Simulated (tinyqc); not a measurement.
## MOSFET in saturation, small-signal circuit and noise: effect of the temperature on speed and noise

Bias by the inversion coefficient IC = I/Ispec (charge-based model with velocity saturation; weak inversion below 0.1, strong above 10). Common-source circuit: gm, gds, Cgs, Cgd and Cj at the inner nodes, Rg in series with the gate; quasi-static, no source or drain resistance, no gate-body capacitance, no substrate network, no induced gate noise, so fmax is an upper estimate.

Ispec = 2 n mu Cox (W/L) Vt^2, lc = Ls/L, gms = [sqrt((lc IC + 1)^2 + 4 IC) - 1]/[2 + lc (lc IC + 1)], gm = gms Ispec/(n Vt), gds = sg gm. qs = [sqrt(1 + 4 IC) - 1]/2, Cgs = Cox W L qs (2 qs + 3)/(3 (qs + 1)^2) + Cov W, Cgd = Cov W, Cd = Cj W, Rg = Rsh (Wf/L)/(12 Nf) + Rc/W with Nf = W/Wf fingers (not rounded) contacted at both ends. fT = gm/(2 pi (Cgs + Cgd)), fmax = fT/(2 sqrt(Rg (gds + 2 pi fT Cgd))). Channel noise Sid = 4 kB T gam n gm with gam = (1/2 + (2/3) qs)/(1 + qs) + gw lc IC, qs = [sqrt(1 + 4 IC) - 1]/2, lc = Ls/L (the last term an empirical rise with velocity saturation); at the gate, white noise Sw = Sid/gm^2 + 4 kB T Rg. Number fluctuation with correlated mobility: S(f) = K/f, K = q^2 Vt lt Nt/(W L Cox^2) (1 + ac mu Cox I/gm)^2, Vt in eV with Nt per eV. Corner fc = K/Sw. IC is held fixed, and so are mu, n, Ls and Nt.

Inputs (values chosen for the exercise): gate length L = 180 nm; total gate width W = 80 um; gate capacitance Cox = 2.22 uF/cm^2; mobility mu = 120 cm^2/(V s); slope factor n = 1.43; velocity-saturation length Ls = 20 nm; ratio gds/gm sg = 0.018; overlap and fringe capacitance per side Cov = 0.35 fF/um; drain junction capacitance Cj = 0.7 fF/um; sheet resistance of the gate Rsh = 10 ohm; finger width Wf = 1 um; gate contact and vertical resistance Rc = 300 ohm um; inversion coefficient IC = 0.079; short-channel excess of the noise factor gw = 0.06; oxide trap density Nt = 9.7e16 cm^-3 eV^-1; tunnelling length into the oxide lt = 0.1 nm; Coulomb scattering coefficient ac = 10000 V s/C.

Constants: q = 1.602176634e-19 C, kB = 1.380649e-23 J/K, Vt = kB T/q. Results are converted to the units shown.

The same in every row: Rg (ohm) = 3.808.

Result of one run:

| I (uA) | fT (GHz) | fmax (GHz) | sqrt(Sw) (nV/Hz^0.5) | fc (MHz) |
|---|---|---|---|---|
| 1.987 | 0.3076 | 10.46 | 5.201 | 0.01198 |

Which temperature T gave this result: 100, 150, 200 or 300 K?

T = 100 K.

The whole series:

| T (K) | I (uA) | fT (GHz) | fmax (GHz) | sqrt(Sw) (nV/Hz^0.5) | fc (MHz) |
|---|---|---|---|---|---|
| 100 | 1.987 | 0.3076 | 10.46 | 5.201 | 0.01198 |
| 150 | 4.470 | 0.4613 | 12.81 | 5.202 | 0.01859 |
| 200 | 7.946 | 0.6151 | 14.79 | 5.203 | 0.02561 |
| 250 | 12.42 | 0.7689 | 16.53 | 5.204 | 0.03307 |
| 300 | 17.88 | 0.9227 | 18.11 | 5.205 | 0.04096 |
| 350 | 24.33 | 1.076 | 19.56 | 5.206 | 0.04931 |
| 400 | 31.78 | 1.230 | 20.91 | 5.207 | 0.05812 |

As T goes from 100 to 400 K, fT rises from 0.308 to 1.23 GHz, fmax rises from 10.5 to 20.9 GHz, the white noise stays near 5.20 nV/Hz^0.5 and the corner rises from 0.0120 to 0.0581 MHz. At fixed IC and mobility the current goes as T^2 and gm as T, which is why fT rises; a real mobility would fall with T. In every row fmax exceeds 4 fT, where channel resistance and substrate losses, left out here, would cap it. For T = 100 to 150 K band tails and dopant freeze-out, left out here, change n and the noise.

Computed by the program tinyqc: `OMP_NUM_THREADS=1 python tinyqc.py 2150052 2150053 out.jsonl`, one thread of a shared Intel Xeon 2.30GHz, about 0.01 s for the whole run.
